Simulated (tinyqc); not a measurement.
Worked calculation: single-domain magnet: Stoner-Wohlfarth switching, Neel-Arrhenius retention, LLG dynamics and spin torque. Computed by tinyqc, a small Python program that keeps every step. Command: `OMP_NUM_THREADS=1 python tinyqc.py 3001990 3001991 out.jsonl macro walk`. One thread of a shared host (Intel(R) Xeon(R) Processor @ 2.30GHz), about 0.02 s of CPU time with the checks. Intermediate numbers are printed to about 6 digits and carried at full precision; extremes and crossings named in words are read from the listed rows.

The moment is uniform, with unit vector m; z is the easy axis. mu_0 = 1.25663706212e-6 T m/A, gamma = 1.76085963023e11 rad/(s T).

Inputs (values chosen for the exercise, for a model magnet):

| quantity | value | unit |
|---|---|---|
| saturation magnetisation M_s | 449 | kA/m |
| diameter d | 50 | nm |
| thickness t | 1.4 | nm |
| interface anisotropy K_i | 0.195 | mJ/m^2 |
| bulk anisotropy K_u | 48 | kJ/m^3 |
| exchange stiffness A | 20 | pJ/m |
| temperature T | 450 | K |
| attempt frequency f0 | 2 | GHz |
| field angle psi from the easy axis | 10 | degrees |
| reversing field h = H/H_K | 0.25 | - |
| waiting time t_w | 0.001 | s |
| damping alpha | 0.0075 | - |
| spin-torque efficiency eta | 0.45 | - |
| drive I/I_c0 | 4.9 | - |
| time step times gamma mu_0 H_K | 0.1 | - |

Shape: thin disc, easy axis normal to it.

Constants: k_B = 1.380649e-23 J/K; e = 1.602176634e-19 C; hbar = 1.054571817e-34 J s.

## Effective anisotropy

The disc is treated as an oblate spheroid with p = t/d: N_z = [1 - p arccos(p)/sqrt(1 - p^2)]/(1 - p^2); V = pi d^2 t/4; K_eff = K_u + K_i/t + K_shape, K_shape = -(mu_0 M_s^2/4)(3 N_z - 1); mu_0 H_K = 2 K_eff/M_s.

demagnetising factor N_z = 0.957536

volume V = 2748.89 nm^3

K_shape = -118.601 kJ/m^3

K_eff = 68.6845 kJ/m^3

anisotropy field mu_0 H_K = 0.305944 T

Shape works against the easy axis and takes 63 % of the other terms. Caution: a flat cylinder has a smaller N_z than the spheroid of the same t/d, so K_eff of a real disc is larger.

## Retention at zero field

Delta = K_eff V/(k_B T); tau = exp(Delta)/f0; probability of a flip within t_w: P = 1 - exp(-t_w/tau). Wall width parameter sqrt(A/K_eff); a two-domain state costs 4 sqrt(A K_eff) times the cross-section that the wall cuts (d t).

stability factor Delta = 30.3893

log10 of tau in s = 3.89688

probability of a flip = 1.26800e-07

wall parameter = 17.0642 nm

barrier of the wall path / k_B T = 52.8210

Ten years (3.15e8 s) need Delta > 41.0 for tau alone; this element has 30.4. Coherent rotation is the cheaper path.

## Barrier in a tilted field

Energy over K_eff V: e(theta) = sin^2(theta) + 2 h cos(theta - psi) for m at the angle theta from +z and a field that points at psi from -z (it pulls m away from +z towards negative theta); h_sw = (cos^(2/3) psi + sin^(2/3) psi)^(-3/2). The metastable minimum and the saddle are the two roots of e'(theta) = sin(2 theta) - 2 h sin(theta - psi) on either side of theta_c = -arctan(tan^(1/3) psi).

switching field h_sw = 0.673805

minimum theta = -3.30335 degrees

saddle theta = -75.0614 degrees

barrier / (K_eff V) = 0.486689

barrier / (k_B T) = 14.7901

The form (1 - h/h_sw)^n reproduces this barrier with n = 1.553; n is 2 for a field on the axis, and the approach to h_sw has the exponent 3/2 off the axis.

## Switching field against angle and time

Switching field at T: the h at which the exact barrier equals ln(f0 t_w/ln 2) k_B T (0 if the zero-field barrier is lower). Sharrock form: h_sw [1 - (ln(f0 t_w/ln 2)/Delta)^(1/n)], n = 0.86 + 1.14 h_sw.

Fields over H_K:

| psi (degrees) | h_sw at T = 0 | thermal, exact barrier | thermal, Sharrock form |
|---|---|---|---|
| 1 | 0.907074 | 0.293475 | 0.285008 |
| 10 | 0.673805 | 0.248424 | 0.239321 |
| 20 | 0.573649 | 0.219983 | 0.215788 |
| 30 | 0.524016 | 0.204277 | 0.203052 |
| 45 | 0.500000 | 0.196336 | 0.196607 |
| 60 | 0.524016 | 0.204277 | 0.203052 |
| 75 | 0.614659 | 0.232185 | 0.225756 |
| 89 | 0.907074 | 0.293475 | 0.285008 |

At T = 0 the field is least at 45 degrees, H_K/2, and symmetric about it. Thermal help lowers it to 32 % at 1 degree and 39 % at 45 degrees; the Sharrock form misses the exact barrier by at most about 0.009 H_K, at psi = 10 (and its mirror angle).

## Spin-transfer switching

For axial symmetry and a polariser along z: I_c0 = (4 e alpha/(hbar eta)) K_eff V; relaxation time tau_D = (1 + alpha^2)/(alpha gamma mu_0 H_K); thermal start angle theta_0 = 1/sqrt(2 Delta); switching time about tau_D ln(pi/(2 theta_0))/(I/I_c0 - 1); precession frequency gamma mu_0 H_K/(2 pi (1 + alpha^2)).

critical current I_c0 = 19.1232 microampere

Delta/I_c0 = 1.58914 1/microampere

tau_D = 2.47512 ns

switching time, estimate = 1.58992 ns

precession frequency = 8.57359 GHz

## One LLG step

In the time s = gamma mu_0 H_K t: (1 + alpha^2) dm/ds = -m x b - alpha m x (m x b) + a [m x (m x z) - alpha m x z], b = m_z z, a = alpha I/I_c0; Heun steps (Euler predictor, mean of the two slopes) without renormalising; start m = (sin theta_0, 0, cos theta_0), theta_0 = 1/sqrt(2 Delta).

m at the start: 0.127918  0.000000  0.991785

first slope: 0.003718  0.126896  -0.000480

predictor: 0.128290  0.012690  0.991737

second slope: -0.008858  0.127627  -0.000487

m after the step: 0.127661  0.012726  0.991736

## Exact time to the equator

The polar equation dm_z/dt = -(1 - m_z^2)(i - m_z)/tau_D, i = I/I_c0, integrates to t = tau_D [F(cos theta_0) - F(0)], F(z) = -ln(1 - z)/(2 (i - 1)) + ln(1 + z)/(2 (i + 1)) + ln(i - z)/(i^2 - 1), theta_0 = 1/sqrt(2 Delta).

time to m_z = 0 = 1.64391 ns

The linear estimate is 0.97 times this.

## The trajectory

Run until m_z <= 0 (time by linear interpolation), |m|^2 leaves 1 by more than 1, or three exact times have passed; the run counts as sound if the time is within 3 % of the exact one.

Every few steps:

| step | t (ns) | m_x | m_y | m_z | \|m\| |
|---|---|---|---|---|---|
| 0 | 0.00000 | 0.127918 | 0.00000 | 0.991785 | 1.00000 |
| 88 | 0.16335 | -0.126215 | 0.10706 | 0.986232 | 1.00002 |
| 176 | 0.32670 | 0.021264 | -0.21276 | 0.976933 | 1.00006 |
| 264 | 0.49005 | 0.192931 | 0.19677 | 0.961402 | 1.00012 |
| 352 | 0.65339 | -0.341900 | 0.09055 | 0.935582 | 1.00020 |
| 440 | 0.81674 | -0.017417 | -0.45047 | 0.892990 | 1.00033 |
| 528 | 0.98009 | 0.541914 | -0.16991 | 0.823668 | 1.00048 |
| 616 | 1.14344 | 0.684541 | 0.15392 | 0.713437 | 1.00064 |
| 704 | 1.30679 | 0.748390 | -0.37979 | 0.545130 | 1.00075 |
| 792 | 1.47014 | -0.935974 | -0.17925 | 0.305590 | 1.00078 |
| 880 | 1.63349 | 0.010908 | -1.00072 | 0.002157 | 1.00078 |
| 881 | 1.63534 | 0.010967 | -1.00072 | -0.001523 | 1.00078 |

time to m_z = 0 by the steps = 1.63457 ns

largest drift of |m| = 7.84566e-04

The steps give 0.9943 of the exact time, with |m| kept to 7.8e-4.

Checks made by the program: the barrier at psi -> 0 against (1 - h)^2 (relative difference 9e-08); the closed form against quadrature (relative difference below 1e-10).
